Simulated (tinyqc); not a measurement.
Spectrum around the optical phonon: single-oscillator infrared dielectric function of a polar cubic crystal. Computed by tinyqc, a small Python program. Command: `OMP_NUM_THREADS=1 python tinyqc.py 3008855 3008856 out.jsonl infrared walk`. One thread of a shared host (Intel(R) Xeon(R) Processor @ 2.30GHz), about 0.01 s of CPU time with the checks.

One ion pair, charges +Z* and -Z*, in a cell of volume Omega = a^3/4. Frequencies omega are given as wavenumbers (1/cm); eps_s is the static dielectric constant.

Inputs (values chosen for the exercise, for a model crystal): lattice constant a = 4.6 angstrom; mass M_A = 107 u; mass M_B = 14.2 u; omega_TO = 96.8 1/cm; Born charge Z* = 1.33 e; eps_inf = 6.75; phonon damping gamma = 1.4 1/cm; carrier density N = 1.4e+19 1/cm^3; carrier mass m* = 0.33 m_0; carrier mobility = 110 cm^2/(V s).

Structure: rock salt. Free carriers: present.

Constants: nu for 1 eV/(angstrom^2 u) = 15.6333042 THz; 1 THz = 33.35640952 1/cm; e^2/(4 pi eps_0) = 14.39964548 eV angstrom; e = 1.602176634e-19 C; eps_0 = 8.8541878128e-12 F/m; m_0 = 9.1093837015e-31 kg; c = 299792458 m/s.

Method:
- mu = M_A M_B/(M_A + M_B); ionic plasma term W^2 = 4 pi Z*^2 (e^2/(4 pi eps_0))/(Omega mu) in eV/(angstrom^2 u), turned into 1/cm by W = 15.6333042 x 33.35640952 x sqrt(W^2); omega_LO^2 = omega_TO^2 + W^2/eps_inf; eps_s = eps_inf + W^2/omega_TO^2; Szigeti charge 3 Z*/(eps_inf + 2); longitudinal (Callen) charge Z*/eps_inf.
- omega_p^2 = N e^2/(eps_0 eps_inf m*), gamma_p = e/(m* x mobility), both divided by 2 pi c (c in cm/s) to give 1/cm. m* is held constant, though in narrow-gap crystals it rises with N at high doping.
- eps(omega) = eps_inf + W^2/(omega_TO^2 - omega^2 - i gamma omega) - eps_inf omega_p^2/(omega^2 + i gamma_p omega); n + i k = sqrt(eps) with k >= 0; R = |(n + i k - 1)/(n + i k + 1)|^2 at normal incidence from vacuum.
- The loss function is Im(-1/eps).

omega_LO = 227.246 1/cm

W = 534.160 1/cm

omega_p = 750.838 1/cm

gamma_p = 257.226 1/cm

Spectrum:
```
omega (1/cm)   Re eps  Im eps        R  Im(-1/eps)
48.4          -8.2000  295.60  0.85045   0.0033804
82.3           64.232  167.93  0.78222   0.0051949
93.9           444.34  255.11  0.84297  9.7177e-04
96.8          -43.629  2239.3  0.94255  4.4640e-04
129           -78.424  92.609  0.85920   0.0062885
162           -51.336  65.613  0.82674   0.0094537
201           -38.153  45.781  0.80494    0.012890
227           -32.350  36.689  0.79322    0.015334
232           -31.382  35.209  0.79108    0.015828
241           -29.735  32.730  0.78727    0.016738
261           -26.444  27.958  0.77892    0.018879
341           -16.776  15.745  0.74361    0.029744
568           -3.9486  4.4348  0.55340     0.12578
```

What does the comparison show, and why?

R peaks among these rows at 96.8 per cm with 0.94 and is lowest, 0.553, at 568; far above omega_LO it tends to ((sqrt(eps_inf) - 1)/(sqrt(eps_inf) + 1))^2 = 0.197. Im eps is largest at 96.8 and the loss function at 568; the free carriers add absorption and shift the longitudinal modes. Re eps is negative in some rows, where R averages 0.79.

Extremes, crossings and ranges named in words are read from the listed rows.
